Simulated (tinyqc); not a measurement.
## Scale length and length offset from two DIBL values

Inverse problem. DIBL = exp(-Le/(2 l)) + 2 exp(-Le/l) with Le = L - dL. Find l, dL and the drawn length for a DIBL of 100 mV/V.

DIBL at drawn lengths 32 and 48 nm (mV/V): 72.467290  15.445311

Answer. With e = exp(-Le/(2 l)), 2 e^2 + e = DIBL gives e and so Le/l at each length; Le/l is a straight line in L with slope 1/l.

l = 5.500 nm
dL = 1.800 nm
length for 100 mV/V = 28.86 nm

Program tinyqc, `OMP_NUM_THREADS=1 python tinyqc.py 2002013 2002014 out.jsonl`; Intel Xeon 2.30GHz, shared host, one thread, about 0.01 s.
